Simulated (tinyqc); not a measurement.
Oscillation of the Fermi level: Landau levels of a parabolic two-dimensional band.

E(N, s) = (N + 1/2) hbar wc + s gs muB B with s = +/-1/2.

In a field B along z: l = 1/sqrt((e/hbar) B) is the magnetic length, n_B = B/(h/e) the number of states per area in one level, hbar wc = 2 muB B/m for mass m in m0; 1/angstrom^2 = 1e16/cm^2.

Each listed level takes n_B electrons. At zero temperature and without broadening EF sits in the partly filled level.

Constants: hbar^2/2m0 = 3.80998211 eV angstrom^2; e/hbar = 1.519267448e-05 1/(T angstrom^2); h/e = 413566.7697 T angstrom^2; muB = 5.788381798e-05 eV/T.

Values chosen for the exercise (near those of a two-dimensional electron gas in InAs; shifted at random, so the results belong to these values and not to a real crystal): m = 0.0288 m0 (mass); gs = -12.64 (g factor); gv = 1 (valleys); n = 5.2 x 1e11/cm^2 (electron sheet density); Bo = (3.77, 4.23, 4.81, 5.57, 6.62, 8.15, 10.6, 15.2, 26.9) T (fields).

Fixed density, zero temperature, no broadening. At B = 0, EF = 2 pi c n/(m gv) with c = hbar^2/2m0.

Filling:
```
B (T)    nu  partly filled level  EF (meV)  filled share
3.77   5.70                   2-     39.26          0.70
4.23   5.08                   2-     44.06          0.08
4.81   4.47                   2+     46.58          0.47
5.57   3.86                   1-     35.62          0.86
6.62   3.25                   1-     42.34          0.25
8.15   2.64                   1+     46.16          0.64
10.6   2.03                   1+     60.04          0.03
15.2   1.41                   0-     36.11          0.41
26.9   0.80                   0+     44.22          0.80
```

EF at B = 0 = 43.22 meV

EF runs between 35.6 and 60.0 meV around its zero-field value of 43.2 meV. It follows a level while that level empties and falls to the next one down when nu passes a filled shell; the partly filled level changes 5 times in this table.

(tinyqc, `OMP_NUM_THREADS=1 python tinyqc.py 1252232 1252233 out.jsonl`, Intel(R) Xeon(R) Processor @ 2.30GHz, 1 thread, shared host, about 0.01 s.)
